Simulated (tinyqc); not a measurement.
Velocity against field: two-valley model of the transferred-electron effect. Computed by tinyqc, a small Python program. Command: `OMP_NUM_THREADS=1 python tinyqc.py 3014368 3014369 out.jsonl gunn walk`. One thread of a shared host (Intel(R) Xeon(R) Processor @ 2.30GHz), about 0.01 s of CPU time with the checks.

Both kinds of valley share one electron temperature T_e, and each has a constant mobility.

Inputs (values chosen for the exercise, modelled on CdTe):
```
quantity                       value        unit
central-valley mass m1         0.094         m_0
satellite-valley mass m2        0.31         m_0
satellite valleys Z                4           -
valley separation dE            0.53          eV
central-valley mobility mu1      990  cm^2/(V s)
satellite-valley mobility mu2     87  cm^2/(V s)
energy relaxation time tau_E    0.76          ps
lattice temperature T            300           K
electric field F                  39       kV/cm
```

Solver: damped fixed point.

Constants: k_B = 8.617333262e-05 eV/K.

Method. Density-of-states ratio R = Z (m2/m1)^(3/2); n2/n1 = R exp(-dE/(k_B T_e)); mean mobility mu = (mu1 + mu2 n2/n1)/(1 + n2/n1); energy balance e mu F^2 = (3/2) k_B (T_e - T)/tau_E; v = mu F.

low-field mobility = 990.000 cm^2/(V s)

R = 23.9558

The curve:
```
F (kV/cm)     T_e (K)  share in the satellites (%)  v (1e7 cm/s)  low-field line (1e7 cm/s)
3.9        3.8853e+02                   3.1963e-04        0.3861                      0.386
9.8        8.5036e+02                   1.7015e+00        0.9551                      0.970
20.0       1.7472e+03                   4.1488e+01        1.2307                      1.980
27.0       2.2204e+03                   6.0018e+01        1.2097                      2.673
39.0       3.0277e+03                   7.5857e+01        1.1896                      3.861
55.0       4.2605e+03                   8.4975e+01        1.2247                      5.445
78.0       6.5343e+03                   9.0335e+01        1.3594                      7.722
120.0      1.2544e+04                   9.3619e+01        1.7354                     11.880
200.0      3.1045e+04                   9.5157e+01        2.6146                     19.800
390.0      1.1221e+05                   9.5777e+01        4.8803                     38.610
```

What does the comparison show, and why?

v falls between 20 and 39 kV/cm, while the share in the slow valleys goes from 41 to 76 %: transfer outruns the rise of the field. With constant mobilities n2/n1 tends to R and v ends on the line (mu1 + R mu2) F/(1 + R), a mobility of 123; real satellites saturate instead. Rows with T_e above 3000 K lie outside the range of a Maxwellian in parabolic valleys.

Extremes, crossings and ranges named in words are read from the listed rows.
